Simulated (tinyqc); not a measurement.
# Bandgap voltage reference from two bipolar transistors, step by step

Numbers from tinyqc (`OMP_NUM_THREADS=1 python tinyqc.py 2062117 2062118 out.jsonl`; about 0.02 s on one thread of a shared Intel Xeon 2.30GHz). Printed values are rounded.

Two transistors of area 1 and N carry the same current I. Is(T) = Is (T/T0)^eta exp[(Vg0 q/kB)(1/T0 - 1/T)], VBE1 = Vt ln(I/Is(T)) + I rb, VBE2 = Vt ln(I/(N Is(T))) + I rb/N. The amplifier forces I R1(T) = VBE1 - VBE2 + Vos, with R(T) = R (1 + tc (T - T0)) for both resistors, and the output is Vref = VBE1 + I R2(T). Base currents and the Early effect are neglected.

Inputs (values chosen for the exercise); values of the order met in silicon bipolar transistors:
- T0 = 323 K (reference temperature)
- Vg0 = 1.174 V (band-gap voltage extrapolated to 0 K)
- eta = 3.1 (temperature exponent of the saturation current)
- Is = 1e-16 A (saturation current of the unit transistor at T0)
- N = 15 (area ratio of the second transistor)
- R1 = 15 kohm (resistor across which the difference of VBE falls, at T0)
- tc = 0 ppm/K (temperature coefficient of both resistors)
- Vos = 0 mV (offset of the amplifier)
- rb = 84 ohm (series resistance of the unit transistor)
- R2 = 106.5 kohm (output resistor at T0)
- T = 253 K (temperature)

Constants: q = 1.602176634e-19 C, kB = 1.380649e-23 J/K. Results are converted to the units shown.

## Operating point at the reference temperature

Vt = kB T/q; I = (Vt ln N + Vos)/(R1(T) - rb (1 - 1/N)). Evaluate at T = T0.

Vt = 0.02783399 V
I = 5.051458 uA
Is(T) = 1e-16 A
VBE1 = 0.6864076 V
I R2 = 0.5379803 V
Vref = 1.224388 V

## Operating point at another temperature

Vt = kB T/q; I = (Vt ln N + Vos)/(R1(T) - rb (1 - 1/N)).

Vt = 0.02180185 V
I = 3.956715 uA
Is(T) = 4.008084e-22 A
VBE1 = 0.8032611 V
I R2 = 0.4213901 V
Vref = 1.224651 V

From T0 to T, VBE1 changes by 117 mV and I R2 by -117 mV, which leaves 0.263 mV in Vref.

## Resistor for zero slope at T0, ideal case

With tc = 0, Vos = 0 and rb = 0 the current is proportional to T, dVBE/dT = (VBE - Vg0 - (eta - 1) Vt)/T, and Vref has zero slope at T0 when Vref = Vg0 + (eta - 1) Vt0. Find VBE1, its slope, that Vref, R2/R1 and the curvature d2Vref/dT2 = -(eta - 1) kB/(q T0).

VBE1 = 0.6858374 V
dVBE/dT = -1.692303 mV/K
Vref = 1.232451 V
R2/R1 = 7.251846
curvature = -0.5602601 uV/K^2
